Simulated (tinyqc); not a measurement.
Configuration-coordinate model of a defect: Huang-Rhys factor and luminescence line shape: one step, computed by the program tinyqc. Command: `OMP_NUM_THREADS=1 python tinyqc.py 3030413 3030414 out.jsonl ccline walk`. One thread of a shared host (Intel(R) Xeon(R) Processor @ 2.30GHz), about 0.02 s of CPU time with the checks.

Ground state E_g(Q) = (1/2) omega_g^2 Q^2; excited state E_e(Q) = E_0 + (1/2) omega_e^2 (Q - dQ)^2 with omega_e = omega_g and E_0 = E_ZPL. Q is mass-weighted; the dipole does not depend on Q (Condon approximation).

Problem. Emission lines at zero temperature. From the lowest excited level the line to ground level n lies at E_ZPL - n hbar omega_g with Franck-Condon weight exp(-S) S^n/n!; the emitted intensity carries a further factor E^3. S = S_g; up to eleven lines, of positive energy only, from n = max(0, integer part of S - 5).

Inputs (values chosen for the exercise, for a model defect in a wide-gap host): zero-phonon energy E_ZPL = 2.35 eV; ground-state phonon hbar omega_g = 52.9 meV.

Modes: equal frequencies in both states.

S_g = 1.079277

Give: Lines.

Solution.

Lines:
```
n   energy (eV)     weight  intensity / largest
0        2.3500  3.398e-01            9.920e-01
1        2.2971  3.668e-01            1.000e+00
2        2.2442  1.979e-01            5.032e-01
3        2.1913  7.121e-02            1.685e-01
4        2.1384  1.921e-02            4.226e-02
5        2.0855  4.147e-03            8.461e-03
6        2.0326  7.460e-04            1.409e-03
7        1.9797  1.150e-04            2.007e-04
8        1.9268  1.552e-05            2.497e-05
9        1.8739  1.861e-06            2.754e-06
10       1.8210  2.008e-07            2.728e-07
```

The weight peaks at n = 1 and the intensity at n = 1.
